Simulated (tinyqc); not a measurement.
## Carrier lifetime of an n-type layer with SRH, radiative, Auger and surface recombination: effect of the temperature at dn = 2e16 cm^-3

Uniform excess density dn = dp (no trapping), n = n0 + dn, p = p0 + dn, Boltzmann statistics, full ionisation. Surfaces enter as a rate 2 S dn/d, which holds while diffusion to them is fast.

Nc and Nv are given at 350 K and scale as (T/350 K)^1.5; all else is held fixed. ni = sqrt(Nc Nv) exp(-Eg/(2 Vt)), Eg in volts; majority density N/2 + sqrt(N^2/4 + ni^2), n0 p0 = ni^2; n1 = Nc exp(-Et/Vt), p1 = Nv exp((Et - Eg)/Vt); tn0 = 1/(sn vth Nt), tp0 = 1/(sp vth Nt). With e = n p - ni^2 = dn (n0 + p0 + dn): U_SRH = e/(tp0 (n + n1) + tn0 (p + p1)), U_rad = B e, U_Aug = (Cn n + Cp p) e, U_s = 2 S dn/d. Each tau is dn over its rate; tau = dn/U with U the sum. Here dn = 2e16 cm^-3.

Parameters, values chosen for the exercise; band and dielectric values close to those of silicon: band gap Eg = 1.12 eV; conduction-band density of states at the reference temperature Nc = 3.59e19 cm^-3; valence-band density of states at the reference temperature Nv = 3.28e19 cm^-3; radiative coefficient B = 4.71e-15 cm^3/s; donor density N = 1.1e17 cm^-3; Auger coefficient (two electrons) Cn = 2.5e-31 cm^6/s; Auger coefficient (two holes) Cp = 2e-31 cm^6/s; trap density Nt = 2.4e10 cm^-3; capture cross-section for electrons sn = 3e-17 cm^2; capture cross-section for holes sp = 1e-17 cm^2; thermal velocity (both carriers) vth = 1.8e7 cm/s; trap level below the conduction band Et = 0.45 eV; surface recombination velocity (both faces) S = 800 cm/s; sample thickness d = 300 um.

Constants: q = 1.602176634e-19 C, kB = 1.380649e-23 J/K, Vt = kB T/q. Results are converted to the units shown.

The same in every row: tau_s (s) = 1.875e-5.

Result of one run:
```
T (K),tau_SRH (s),tau_rad (s),tau_Aug (s),tau (s),radiative share (%),largest path
200,0.2434,0.001633,2.107e-4,1.704e-5,1.043,surface
```

What becomes of these results when the temperature T is changed from 200 to 320 K, all else the same?

Result of the changed run:
```
T (K),tau_SRH (s),tau_rad (s),tau_Aug (s),tau (s),radiative share (%),largest path
320,0.2434,0.001633,2.107e-4,1.704e-5,1.043,surface
```

The whole series:
```
T (K),tau_SRH (s),tau_rad (s),tau_Aug (s),tau (s),radiative share (%),largest path
200,0.2434,0.001633,2.107e-4,1.704e-5,1.043,surface
240,0.2434,0.001633,2.107e-4,1.704e-5,1.043,surface
280,0.2434,0.001633,2.107e-4,1.704e-5,1.043,surface
320,0.2434,0.001633,2.107e-4,1.704e-5,1.043,surface
360,0.2434,0.001633,2.107e-4,1.704e-5,1.043,surface
400,0.2435,0.001633,2.107e-4,1.704e-5,1.043,surface
440,0.2440,0.001633,2.107e-4,1.704e-5,1.043,surface
480,0.2453,0.001633,2.107e-4,1.704e-5,1.043,surface
```

Surface recombination leads at T = 200 and in all other rows. tau_SRH rises from 0.243 to 0.245 s and the total lifetime stays near 1.70e-5 s.

Range of the model: S d exceeds 2.5 cm^2/s, comparable with a diffusion coefficient, so 2 S/d overstates the surface loss.

Numbers from tinyqc (`OMP_NUM_THREADS=1 python tinyqc.py 2300027 2300028 out.jsonl`; about 0.01 s on one thread of a shared Intel Xeon 2.30GHz).
